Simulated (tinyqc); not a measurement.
Comparisons within one model: interband optics of a two-band s-p chain from momentum matrix elements. A value that a table varies takes the place of the one given here.

H(k) = [[Es - 2 ts cos ka, 2i V sin ka], [-2i V sin ka, Ep_ + 2 tp cos ka]] in the basis s, p; the lower band is full, with two electrons a cell. The velocity operator times hbar is W = dH/dk (eV angstrom); intra-atomic dipoles are left out.

With w(k) = |<c|W|v>|^2 and D(k) = Ec - Ev, on the mesh k_j = (j + 1/2)/N (2 pi/a): eps(E) = 1 + (8 pi e2/(a Ar)) mean_j (w/D^2) [1/(D - E - i eta) + 1/(D + E + i eta)], e2 = e^2/(4 pi eps0); light polarised along the chains, no local fields.

Constants: e^2/(4 pi eps0) = 14.39964547 eV angstrom; hbar^2/2m0 = 3.80998211 eV angstrom^2.

Values chosen for the exercise:
- a = 4.44 angstrom (period)
- Es = 3.77 eV (upper orbital (s))
- Ep_ = -3.38 eV (lower orbital (p))
- ts = 0.23 eV (s-s hopping)
- tp = 0.35 eV (p-p hopping)
- V = 1.42 eV (s-p hopping)
- Ar = 10.2 angstrom^2 (cross-section per chain)
- eta = 0.3 eV (Lorentzian half width)
- E = 9.07 eV (photon energy)

## Joint density of states against eps2

Mesh of 2000 points. J(E) = mean of (eta/pi)/((E - D)^2 + eta^2). The fourth column is J times the constant (8 pi^2 e2/(a Ar)) mean(w/D^2). R = |(sqrt(eps) - 1)/(sqrt(eps) + 1)|^2.

Spectrum:

| E (eV) | J (1/eV) | eps2 | eps2 with constant element | eps1 | R |
|---|---|---|---|---|---|
| 5.39 | 0.031 | 2.256 | 0.986 | 8.817 | 0.256 |
| 5.80 | 0.081 | 6.888 | 2.573 | 10.861 | 0.336 |
| 6.20 | 0.147 | 11.861 | 4.657 | 3.664 | 0.406 |
| 6.61 | 0.132 | 7.760 | 4.187 | -0.216 | 0.386 |
| 7.01 | 0.126 | 5.127 | 3.997 | -0.163 | 0.321 |
| 7.42 | 0.134 | 3.840 | 4.251 | 0.981 | 0.224 |
| 7.82 | 0.167 | 4.081 | 5.292 | 2.893 | 0.203 |
| 8.23 | 0.290 | 8.620 | 9.179 | 3.865 | 0.339 |
| 8.64 | 0.386 | 9.444 | 12.210 | -2.966 | 0.491 |
| 9.04 | 0.415 | 5.923 | 13.138 | -5.113 | 0.582 |
| 9.45 | 0.215 | 2.588 | 6.802 | -5.062 | 0.714 |
| 9.85 | 0.076 | 1.118 | 2.411 | -3.581 | 0.781 |

Transitions span 5.990 to 9.253 eV. Among the energies listed J peaks at 9.04 eV and eps2 at 6.20 eV. The ratio of eps2 to the constant-element value is 2.55 at 6.20 eV and 0.45 at 9.04 eV: w/D^2 is 4.431 angstrom^2 at the zone centre and 2.302 at the edge.

## Mesh against broadening

eps2 at E for three widths, and eps(0) at eta = 0; the last row is the mesh of 2000 points.

Convergence:

| N | eta = 0.03 eV | eta = 0.1 eV | eta = 0.3 eV | eps(0) |
|---|---|---|---|---|
| 4 | 5.331 | 12.592 | 10.804 | 2.6814 |
| 8 | 1.125 | 3.087 | 4.737 | 3.7214 |
| 16 | 7.106 | 6.961 | 5.623 | 3.8031 |
| 32 | 5.320 | 6.363 | 5.688 | 3.8033 |
| 64 | 7.935 | 6.222 | 5.687 | 3.8033 |
| 128 | 6.128 | 6.214 | 5.687 | 3.8033 |
| 2000 | 6.290 | 6.214 | 5.687 | 3.8033 |

The first N from which eps2 stays within 2 % of the last row is above 128 for eta = 0.03, 64 for 0.1 and 16 for 0.3 eV; for eps(0) and 0.1 % it is 16. E lies inside the range of transitions, so as a rule the spacing of D between mesh points must fall below eta (less so where the weight w is small at E).

## Static constant against the gap

Es takes the values listed; mesh of 400 points; the Penn-type estimate is 1 + 8 pi c e2 n_eff/(a Ar Dm^2) with Dm the f-weighted mean of D, f = w/(c D), n_eff = 2 mean(f), c = hbar^2/2m0.

Results:

| Es (eV) | smallest D (eV) | Dm (eV) | n_eff | eps(0) | estimate |
|---|---|---|---|---|---|
| 3.47 | 5.690 | 7.260 | 5.025 | 4.147 | 3.902 |
| 3.77 | 5.990 | 7.551 | 4.877 | 3.803 | 3.604 |
| 4.27 | 6.490 | 8.035 | 4.645 | 3.334 | 3.191 |
| 4.77 | 6.990 | 8.520 | 4.432 | 2.964 | 2.859 |
| 5.77 | 7.990 | 9.492 | 4.052 | 2.429 | 2.369 |
| 6.77 | 8.990 | 10.467 | 3.726 | 2.071 | 2.035 |
| 8.77 | 10.990 | 12.425 | 3.199 | 1.645 | 1.631 |

eps(0) - 1 falls from 3.147 to 0.645, as Dm^-2.95; a fixed n_eff would give the power -2, and n_eff goes from 5.025 to 3.199. The single-gap estimate is low by 7.8 % of eps(0) - 1 in the first row and 2.3 % in the last, since 1/D^2 favours the smallest separations. n_eff need not equal the 2 electrons of the cell: a two-orbital basis with chosen hoppings does not obey the free-electron sum rule.

## What moves the optical response

Mesh of 400 points; n_eff = 2 mean(w/(c D)), c = hbar^2/2m0. Each row changes one parameter from the base and keeps the others.

Results:

| case | smallest D (eV) | largest D (eV) | n_eff | eps(0) |
|---|---|---|---|---|
| base | 5.990 | 9.253 | 4.877 | 3.803 |
| a = 4.662 angstrom | 5.990 | 9.253 | 5.376 | 3.943 |
| Es = 4.07 eV | 6.290 | 9.496 | 4.736 | 3.508 |
| ts = 0.276 eV | 5.898 | 9.273 | 4.884 | 3.842 |
| V = 1.562 eV | 5.990 | 9.591 | 5.717 | 4.238 |
| Ar = 11.22 angstrom^2 | 5.990 | 9.253 | 4.877 | 3.548 |

The largest shifts from the base row, up to three for each result and ties (the steps differ in size, so this ranks the rows, not the parameters). smallest D (eV): Es +0.300, ts -0.092; unchanged at the printed digits by a, V and Ar. largest D (eV): V +0.338, Es +0.244, ts +0.021; unchanged at the printed digits by a and Ar. n_eff: V +0.840, a +0.500, Es -0.141; unchanged at the printed digits by Ar. eps(0): V +0.435, Es -0.295, Ar -0.255.

tinyqc: `OMP_NUM_THREADS=1 python tinyqc.py 1681982 1681983 out.jsonl`; about 0.01 s, one thread, shared Intel(R) Xeon(R) Processor @ 2.30GHz.
